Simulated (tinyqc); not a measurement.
One-diode model of a solar cell: two steps of the calculation.

J is the current delivered and Vj = V + J Rs the junction voltage. J = X JL - J01 (exp(Vj/(n1 Vt)) - 1) - Vj/Rp. The photocurrent does not depend on voltage.

Parameters, values chosen for the exercise; values of the order met in cells of a lead-halide perovskite: temperature T = 348 K; photocurrent at one sun JL = 24.2 mA/cm^2; concentration X = 1 suns; saturation current of the diode J01 = 5e-10 A/cm^2; ideality factor of the diode n1 = 1.67; series resistance Rs = 0.46 ohm cm^2; shunt resistance Rp = 20000 ohm cm^2; incident power at one sun Pin = 100 mW/cm^2.

Constants: q = 1.602176634e-19 C, kB = 1.380649e-23 J/K, Vt = kB T/q. Results are converted to the units shown.

Problem 1. New Vj. Open circuit: J(Vj) = 0. G = -dJ/dVj = J01 exp(Vj/(n1 Vt))/(n1 Vt) + 1/Rp. Vj(new) = Vj + J/G.

Vj after iteration 1 = 1.0292037 V

Wanted: J; G; Vj after iteration 2.

Solution 1.

J = -396.7 mA/cm^2
G = 8.404 S/cm^2
Vj after iteration 2 = 0.9820 V

Problem 2. Figures of merit. Jsc at V = 0, Voc at J = 0, the maximum power point where J (1 + 2 Rs G) = G Vj with G = -dJ/dVj; FF = Vmp Jmp/(Voc Jsc); efficiency Vmp Jmp/(X Pin). Empirical fill factor without parasitics FF0 = (v - ln(v + 0.72))/(v + 1), v = Voc/(n1 Vt).

Give: Jsc; Voc; Vmp; Jmp; FF; efficiency; FF0.

Solution 2.

Jsc = 24.199 mA/cm^2
Voc = 0.88608 V
Vmp = 0.73825 V
Jmp = 22.609 mA/cm^2
FF = 0.77842
efficiency = 16.691 %
FF0 = 0.79067

FF is 1.5 % below FF0. Removing one loss at a time changes the efficiency by: series resistance +0.24, shunt +0.03 points.

Numbers from tinyqc (`OMP_NUM_THREADS=1 python tinyqc.py 2280035 2280036 out.jsonl`; about 0.01 s on one thread of a shared Intel Xeon 2.30GHz).
